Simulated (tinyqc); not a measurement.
Hall effect and magnetoresistance of several carrier groups with constant relaxation times: one step, computed by the program tinyqc. Command: `OMP_NUM_THREADS=1 python tinyqc.py 3024820 3024821 out.jsonl hall2 walk`. One thread of a shared host (Intel(R) Xeon(R) Processor @ 2.30GHz), about 0.01 s of CPU time with the checks.

Group 1 has charge -e and group 2 charge -e; s_i is that sign. B lies along z; mu B is formed with mu in m^2/(V s).

Problem. Limits of weak and strong field. Weak field: R_H(0) = sum s_i n_i mu_i^2/(e (sum n_i mu_i)^2); MR = c B^2 with c = n1 n2 mu1 mu2 (s1 mu1 - s2 mu2)^2/(n1 mu1 + n2 mu2)^2. Strong field: R_H = 1/(e sum s_i n_i); rho_xx saturates at (n1/mu1 + n2/mu2)/(e (sum s_i n_i)^2).

Inputs (values chosen for the exercise, for a model conductor):
```
quantity        value        unit
density n1      1e+15      1/cm^3
mobility mu1     7400  cm^2/(V s)
density n2    5.5e+13      1/cm^3
mobility mu2     3700  cm^2/(V s)
```

Carriers: two electron groups. Densities: per volume.

Constants: e = 1.602176634e-19 C.

Give: R_H at weak field; coefficient c; R_H at strong field; saturation MR.

Solution.

R_H at weak field = -5993.2 cm^3/C

coefficient c = 0.0035659 1/T^2

R_H at strong field = -5916.1 cm^3/C

saturation MR = 2.4707 %

R_H keeps its sign, and its size changes by a factor 0.987 from weak to strong field.
